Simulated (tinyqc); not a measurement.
Limits of the phonon part: Bloch-Grueneisen resistivity of a metal. Computed by tinyqc, a small Python program. Command: `OMP_NUM_THREADS=1 python tinyqc.py 3006234 3006235 out.jsonl bg walk`. One thread of a shared host (Intel(R) Xeon(R) Processor @ 2.30GHz), about 0.01 s of CPU time with the checks.

Electrons scatter from a Debye spectrum of phonons (n = 5 for scattering within one band, n = 3 for scattering into a second, heavy band) and from static defects.

Inputs (values chosen for the exercise, modelled on aluminium):
```
quantity                       value         unit
exponent n                         5            -
Debye temperature Theta          383            K
transport coupling lambda_tr    0.34            -
Drude plasma energy hbar w_p      12           eV
residual resistivity rho_0    0.0061  microohm cm
```

Addition: none.

Constants: k_B = 1.380649e-23 J/K; hbar = 1.054571817e-34 J s; eps_0 = 8.8541878128e-12 F/m; hbar = 6.582119569e-16 eV s.

Method:
- J_n(y) = int_0^y x^n e^x/(e^x - 1)^2 dx, by 96 Gauss-Legendre points (upper limit at most 60).
- rho_ph = (n - 1) rho_1 (T/Theta)^n J_n(Theta/T), with rho_1 = 2 pi lambda_tr k_B Theta/(hbar eps_0 w_p^2), the high-temperature line at T = Theta.
- Matthiessen's rule: rho = rho_0 + rho_ph.
- Low T: (n - 1) n! zeta(n) rho_1 (T/Theta)^n. High T: rho_1 (T/Theta) [1 - (n - 1)/(12 (n + 1)) (Theta/T)^2].

Resistivities (microohm cm):
```
T (K)      rho_ph   low-T law  straight line  line with correction   total rho
11     3.5403e-05  3.5403e-05         0.1045                     -  6.1354e-03
19     5.4428e-04  5.4431e-04         0.1806                     -  6.6443e-03
31     6.1948e-03  6.2935e-03         0.2946                     -  1.2295e-02
46     3.8151e-02  4.5276e-02         0.4372                     -  4.4251e-02
77     2.3770e-01  5.9502e-01         0.7318                     -  2.4380e-01
130    7.9107e-01  8.1620e+00         1.2355                0.6397  7.9717e-01
190    1.4530e+00  5.4431e+01         1.8057                1.3981  1.4591e+00
310    2.7099e+00  6.2935e+02         2.9461                2.6963  2.7160e+00
460    4.2076e+00  4.5276e+03         4.3716                4.2033  4.2137e+00
770    7.2181e+00  5.9502e+04         7.3177                7.2172  7.2242e+00
```

What follows from these numbers?

The low-T law holds to 10 % up to 31 K, the straight line from 310 K on. The local exponent of rho_ph falls from 5.00 to 1.05. Phonons overtake the residual resistivity between 19.0 and 31.0 K.

Extremes, crossings and ranges named in words are read from the listed rows.
